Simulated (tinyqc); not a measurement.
What each parameter does: Wannier functions of a composite (isolated) pair of valence bands (bonds of an sp chain).

Each atom has a hybrid pointing left (<) and right (>). H(k): diagonal +V3 on A, -V3 on B; <A<|A>> = -V1a, <B<|B>> = -V1b, <A>|B<> = -V2, <B>|A<> = -V2p exp(ik); k in 1/a, Bloch sums with exp(ikR). The two lowest bands are filled. Trial functions in cell 0: g1 = cos(c) A> + sin(c) B<, and g2 = sin(c) B> + cos(c) A< of cell 1, whose Bloch vector has cos(c) exp(-ik) on A<. Projection A_mn = <psi_m|g_n>, S = A^+ A, Loewdin U = A S^(-1/2), Bloch-like states w_n = sum_m psi_m U_mn, H_W(k) = U^+ diag(E) U. P = sum_m |psi_m><psi_m| is free of phase choices, and S = g^+ P g, w = P g S^(-1/2).

Inputs chosen for the exercise: V2 = 4.92 eV (coupling in the bond A-B inside the cell); V2p = 3.07 eV (coupling in the bond to the next cell); V1a = 0.86 eV (coupling of the two hybrids on A); V1b = 0.78 eV (the same on B); V3 = 2 eV (A at +V3, B at -V3); c = 45 degrees (trial bonds cos(c) on A, sin(c) on B); xb = 0.41 a (position of B (A at 0)).

N = 12: centres, total spread (point-like hybrids at R and R + xb) and H_12(0).

One parameter was then changed.

Results before and after:
```
case     centre 1 (a)  centre 2 (a)  total spread (a^2)  H_12(0) (eV)
base           0.2806        0.5456              0.0996       -0.5646
changed        0.3148        0.5840              0.0990       -0.5646
```

Which of these changes was made? (a) V1b = 0.98 eV; (b) V1a = 1.06 eV; (c) V2p = 3.47 eV; (d) V3 = 2.4 eV; (e) xb = 0.46 a; (f) V2 = 5.32 eV.

Answer: (e) xb = 0.46 a. Of the candidates, run in turn, only this one gives the changed row.

All candidates:
```
case           centre 1 (a)  centre 2 (a)  total spread (a^2)  H_12(0) (eV)
base                 0.2806        0.5456              0.0996       -0.5646
V2 = 5.32 eV         0.2756        0.5454              0.1002       -0.5591
V2p = 3.47 eV        0.2808        0.5593              0.1037       -0.5568
V1a = 1.06 eV        0.2797        0.5465              0.1003       -0.5633
V1b = 0.98 eV        0.2806        0.5456              0.1002       -0.7090
V3 = 2.4 eV          0.2933        0.5248              0.0902       -0.5909
xb = 0.46 a          0.3148        0.5840              0.0990       -0.5646
```

(tinyqc, `OMP_NUM_THREADS=1 python tinyqc.py 1481267 1481268 out.jsonl`, Intel(R) Xeon(R) Processor @ 2.30GHz, 1 thread, shared host, about 0.2 s.)
